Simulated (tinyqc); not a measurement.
Dopants and charged point defects at anneal temperature: Fermi-level effect, clustering and pairing: one step, computed by the program tinyqc.

Boltzmann statistics and full ionisation of active dopants. Energies are counted from the valence band; the defect (a vacancy or self-interstitial) has five charge states, with all degeneracy factors one.

Question. Charged defects. C_0 = N_s exp(S_f/k_B) exp(-H_f/k_B T). Ratios to the neutral state at E_F = E_i: r_+ = exp((E(+/0) - E_i)/k_B T), r_2+ = r_+ exp((E(2+/+) - E_i)/k_B T), r_- = exp((E_i - E(0/-))/k_B T), r_2- = r_- exp((E_i - E(-/2-))/k_B T); at other E_F state q scales as chi^(-q). The enhancement is sum r_q chi^(-q)/sum r_q. The charge on the defects is left out of neutrality.

Inputs (values chosen for the exercise, with bands modelled on InP):
```
quantity                                        value   unit
anneal temperature T                              980      K
formation enthalpy of the neutral defect H_f     3.33     eV
formation entropy S_f                             5.1    k_B
site density N_s                              2.7e+22  cm^-3
```

Dopant: acceptor. Second part: clustering of the dopant.

defect levels as fractions of E_g(T): (2+/+), (+/0), (0/-), (-/2-): 0.094  0.2  0.45  0.63

E_g = 1.128401 eV

k_B T = 0.08444987 eV

n_i = 1.872220e+16 cm^-3

E_i = 0.6933415 eV

chi = 0.002722159

Give: neutral defects C_0; Charge states; all defects, doped; enhancement over intrinsic; mean charge.

Answer.

neutral defects C_0 = 3.321e+07 cm^-3

Charge states:
```
state    ratio r  intrinsic (cm^-3)  doped (cm^-3)
2+     3.757e-06          1.248e+02      1.684e+07
+      3.935e-03          1.307e+05      4.802e+07
0      1.000e+00          3.321e+07      3.321e+07
-      9.001e+00          2.989e+08      8.138e+05
2-     7.312e+00          2.428e+08      1.799e+03
```

all defects, doped = 9.888e+07 cm^-3

enhancement over intrinsic = 0.1719

mean charge = 0.8179 e

Doping leaves the neutral state alone and scales the total by 0.172; the most common state is + (in intrinsic material -).
